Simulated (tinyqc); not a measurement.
Surface photovoltage measurement of the minority-carrier diffusion length in a wafer. From dn, finite wafer back to front recombination velocity S_f. Computed by tinyqc, a small Python program. Command: `OMP_NUM_THREADS=1 python tinyqc.py 3130564 3130565 out.jsonl spv inv`. One thread of a shared host (Intel(R) Xeon(R) Processor @ 2.30GHz), about 0.02 s of CPU time with the checks.

Low injection, steady light, a depletion layer much thinner than 1/alpha and L. The excess density dn is taken at the front edge of the neutral region; light that reaches the back is lost.

Inputs (values chosen for the exercise, modelled on p-type silicon at room temperature):
```
quantity                                             value        unit
diffusion length L                                      19  micrometre
wafer thickness W                                      525  micrometre
diffusivity D                                         33.8      cm^2/s
back recombination velocity S_b                        640        cm/s
photon flux entering                               4.6e+11  1/(cm^2 s)
minority density at the surface barrier scale n_0  5.9e+10      1/cm^3
temperature T                                          298           K
wavelength                                             811          nm
```

Constants: k_B = 8.617333262e-05 eV/K.

Method:
- alpha = (84.732/lambda - 76.417)^2 per cm with lambda in micrometre (an empirical fit for silicon between 0.7 and 1.05 micrometre).
- Thick wafer: dn = Phi L/((S_f + D/L)(L + 1/alpha)). Finite wafer, with s = S_b L/D, w = W/L, a = alpha L: dn = [Phi a/(a^2 - 1)] [a - B - exp(-alpha W)(a - s)/(cosh w + s sinh w)]/(S_f + B D/L), B = (sinh w + s cosh w)/(cosh w + s sinh w).
- Photovoltage V = (k_B T/e) ln(1 + dn/n_0). Lifetime = L^2/D.

Problem. A run gave the result below. Find the front recombination velocity S_f, known to lie between 460 and 810 cm/s.

dn, finite wafer = 1.491155e+07 1/cm^3

Solution.

Each step takes the trial c = (a f_b - b f_a)/(f_b - f_a), f being the result less the target and a, b, c the logarithms of the listed values; c replaces end b, the old b replaces a if the sign of f changed, and otherwise f_a is halved.

Scan of the range:
```
front recombination velocity S_f (cm/s)  dn, finite wafer (1/cm^3)
460                                                    1.51081e+07
505                                                    1.50710e+07
555                                                    1.50299e+07
610                                                    1.49850e+07
671                                                    1.49355e+07
737                                                    1.48823e+07
810                                                    1.48238e+07
```

False position (Illinois rule, in the logarithm of the input) inside the bracket:
```
step    end a    end b    trial  dn, finite wafer (1/cm^3)
1     671.000  737.000  699.893                1.49121e+07
2     737.000  699.893  700.583                1.49116e+07
3     737.000  700.583  700.615                1.49115e+07
4     700.583  700.615  700.599                1.49116e+07
```

dn, finite wafer falls at every point of a 13-point scan of the range (every second point is shown), so one value fits; it is bracketed by 671 and 737. Answer: front recombination velocity S_f = 700.6 cm/s.
